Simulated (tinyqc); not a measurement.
Conductance of a narrow metal strip with scatterers (square lattice, Green functions): one step. Green function and transmission. Four cases, with inputs chosen for the exercise.

Problem. E - en + 2 t z_n = 2t (z_n - cos(kn a)). Invert, form |t_nm|^2 = (2t)^2 Im(z_n) Im(z_m) |G_nm|^2 and sum. The added resistance is 1/(2 (e^2/h) T) less the same for the clean strip.

A strip of W sites across with hard walls, site energy 0 and hopping -t. Mode n = 1 to W has profile chi_n(j) = sqrt(2/(W + 1)) sin(n j pi/(W + 1)) and energy en = -2t cos(n pi/(W + 1)); E = en - 2t cos(kn a). With z_n = exp(i kn a) (Im k > 0 for closed modes, |z| < 1) each lead gives the self-energy -t z_n in mode n. One column carries the site energies v, here one foreign atom. In the mode basis V_nm = sum_j chi_n(j) v_j chi_m(j), G = (E - en + 2 t z_n - V)^-1, and t_nm = 2t sqrt(sin(kn a) sin(km a)) G_nm in size for open modes. T = sum |t_nm|^2, conductance (2e^2/h) T.

Constants: e^2/h = 3.874045865e-05 S.

Case 1.

Values chosen (out of a larger set: hopping and spacing of the size met in Cu or Al; the lattice is a model; not measured data): t = 1.14 eV (hopping).

Modes:
```
n    en (eV)    cos(k a)                      z  dE/dk (eV angstrom)
1  -1.612203  -0.6193875  -0.6193875+0.7850854i             4.474987
2   0.000000   0.0877193   0.0877193+0.9961452i             5.678028
3   1.612203   0.7948261   0.7948261+0.6068373i             3.458973
```

V (eV), rows n=1, n=2, n=3 and columns alike:
```
[[0.425000, -0.601041, 0.425000],
 [-0.601041, 0.850000, -0.601041],
 [0.425000, -0.601041, 0.425000]]
```

Case 2.

Values chosen (out of a larger set: hopping and spacing of the size met in Cu or Al; the lattice is a model; not measured data): t = 1.16 eV (hopping).

Modes:
```
n    en (eV)   cos(k a)                     z  dE/dk (eV angstrom)
1  -1.876919  0.3073623  0.3073623+0.9515926i             5.806237
2  -0.716919  0.8073623  0.8073623+0.5900560i             3.600286
3   0.716919  1.4253963             0.4096431             0.000000
4   1.876919  1.9253963             0.2800541             0.000000
```

V (eV), rows n=1, n=2, n=3, n=4 and columns alike:
```
[[-0.525147, -0.849706, -0.849706, -0.525147],
 [-0.849706, -1.374853, -1.374853, -0.849706],
 [-0.849706, -1.374853, -1.374853, -0.849706],
 [-0.525147, -0.849706, -0.849706, -0.525147]]
```

Case 3.

Values chosen (out of a larger set: hopping and spacing of the size met in Cu or Al; the lattice is a model; not measured data): t = 1.82 eV (hopping).

Modes:
```
n    en (eV)    cos(k a)                      z  dE/dk (eV angstrom)
1  -3.152332  -0.4539375  -0.4539375+0.8910335i             8.238140
2  -1.820000  -0.0879121  -0.0879121+0.9961282i             9.209803
3   0.000000   0.4120879   0.4120879+0.9111441i             8.424074
4   1.820000   0.9120879   0.9120879+0.4099947i             3.790647
5   3.152332   1.2781133              0.4821399             0.000000
```

V (eV), rows n=1, n=2, n=3, n=4, n=5 and columns alike:
```
[[-1.000000, -1.000000, 0, 1.000000, 1.000000],
 [-1.000000, -1.000000, 0, 1.000000, 1.000000],
 [0, 0, 0, 0, 0],
 [1.000000, 1.000000, 0, -1.000000, -1.000000],
 [1.000000, 1.000000, 0, -1.000000, -1.000000]]
```

Case 4.

Values chosen (out of a larger set: hopping and spacing of the size met in Cu or Al; the lattice is a model; not measured data): t = 1.88 eV (hopping).

Modes:
```
n    en (eV)    cos(k a)                      z  dE/dk (eV angstrom)
1  -3.256256  -0.6638977  -0.6638977+0.7478234i             6.748358
2  -1.880000  -0.2978723  -0.2978723+0.9546057i             8.614362
3   0.000000   0.2021277   0.2021277+0.9793592i             8.837737
4   1.880000   0.7021277   0.7021277+0.7120511i             6.425549
5   3.256256   1.0681531              0.6927187             0.000000
```

V (eV), rows n=1, n=2, n=3, n=4, n=5 and columns alike:
```
[[0.483333, 0.837158, 0.966667, 0.837158, 0.483333],
 [0.837158, 1.450000, 1.674316, 1.450000, 0.837158],
 [0.966667, 1.674316, 1.933333, 1.674316, 0.966667],
 [0.837158, 1.450000, 1.674316, 1.450000, 0.837158],
 [0.483333, 0.837158, 0.966667, 0.837158, 0.483333]]
```

Give: G; |t_nm|^2; T; added resistance.

Solution.

Case 1.

G (1/eV), rows n=1, n=2, n=3 and columns alike:
```
[[-0.0719-0.4926i, 0.0802-0.0737i, -0.0930+0.0855i],
 [0.0802-0.0737i, -0.0893-0.3582i, 0.1037-0.0953i],
 [-0.0930+0.0855i, 0.1037-0.0953i, -0.1204-0.6121i]]
```

|t_nm|^2, rows n=1, n=2, n=3 and columns alike:
```
[[0.7940, 0.0482, 0.0395],
 [0.0482, 0.7030, 0.0623],
 [0.0395, 0.0623, 0.7451]]
```

T = 2.5422
added resistance = 775 ohm

Mode 2 passes least (0.814) and mode 1 most (0.882); 11.8 % of the transmitted flux changes mode.

Case 2.

G (1/eV), rows n=1, n=2, n=3, n=4 and columns alike:
```
[[0.0185-0.3704i, 0.0484+0.2155i, 0.1252-0.0281i, 0.0478-0.0107i],
 [0.0484+0.2155i, 0.1263-0.1682i, 0.3266-0.0734i, 0.1246-0.0280i],
 [0.1252-0.0281i, 0.3266-0.0734i, -0.4670-0.1897i, -0.0163-0.0724i],
 [0.0478-0.0107i, 0.1246-0.0280i, -0.0163-0.0724i, -0.2682-0.0276i]]
```

|t_nm|^2, rows n=1, n=2, n=3, n=4 and columns alike:
```
[[0.6703, 0.1474, 0, 0],
 [0.1474, 0.0829, 0, 0],
 [0, 0, 0, 0],
 [0, 0, 0, 0]]
```

T = 1.0480
added resistance = 5862 ohm

Mode 2 passes least (0.230) and mode 1 most (0.818); 28.1 % of the transmitted flux changes mode.

Case 3.

G (1/eV), rows n=1, n=2, n=3, n=4, n=5 and columns alike:
```
[[0.0311-0.2488i, 0.0278+0.0533i, 0.0000, -0.0676-0.1294i, -0.0667+0.0348i],
 [0.0278+0.0533i, 0.0249-0.2281i, 0.0000, -0.0605-0.1158i, -0.0596+0.0311i],
 [0.0000, 0.0000, -0.3015i, 0.0000, 0.0000],
 [-0.0676-0.1294i, -0.0605-0.1158i, 0.0000, 0.1469-0.3888i, 0.1449-0.0757i],
 [-0.0667+0.0348i, -0.0596+0.0311i, 0.0000, 0.1449-0.0757i, -0.3841-0.0746i]]
```

|t_nm|^2, rows n=1, n=2, n=3, n=4, n=5 and columns alike:
```
[[0.6611, 0.0425, 0, 0.1032, 0],
 [0.0425, 0.6924, 0, 0.0923, 0],
 [0, 0, 1.0000, 0, 0],
 [0.1032, 0.0923, 0, 0.3847, 0],
 [0, 0, 0, 0, 0]]
```

T = 3.2142
added resistance = 789 ohm

Mode 4 passes least (0.580) and mode 3 most (1.000); 14.8 % of the transmitted flux changes mode.

Case 4.

G (1/eV), rows n=1, n=2, n=3, n=4, n=5 and columns alike:
```
[[-0.0182-0.3333i, -0.0247+0.0303i, -0.0279+0.0341i, -0.0332+0.0406i, 0.0444+0.0363i],
 [-0.0247+0.0303i, -0.0336-0.2375i, -0.0378+0.0462i, -0.0450+0.0551i, 0.0603+0.0493i],
 [-0.0279+0.0341i, -0.0378+0.0462i, -0.0425-0.2195i, -0.0507+0.0620i, 0.0679+0.0555i],
 [-0.0332+0.0406i, -0.0450+0.0551i, -0.0507+0.0620i, -0.0603-0.2997i, 0.0809+0.0661i],
 [0.0444+0.0363i, 0.0603+0.0493i, 0.0679+0.0555i, 0.0809+0.0661i, -0.6360-0.0885i]]
```

|t_nm|^2, rows n=1, n=2, n=3, n=4, n=5 and columns alike:
```
[[0.8811, 0.0154, 0.0201, 0.0207, 0],
 [0.0154, 0.7414, 0.0471, 0.0486, 0],
 [0.0201, 0.0471, 0.6780, 0.0632, 0],
 [0.0207, 0.0486, 0.0632, 0.6698, 0],
 [0, 0, 0, 0, 0]]
```

T = 3.4005
added resistance = 569 ohm

Mode 4 passes least (0.802) and mode 1 most (0.937); 12.7 % of the transmitted flux changes mode.

Computed by tinyqc, one run a case: `OMP_NUM_THREADS=1 python tinyqc.py N N+1 out.jsonl` with N = 1451225, 1451770, 1451860, 1452493; one thread of a shared Intel(R) Xeon(R) Processor @ 2.30GHz, about 0.01 s a run at most.
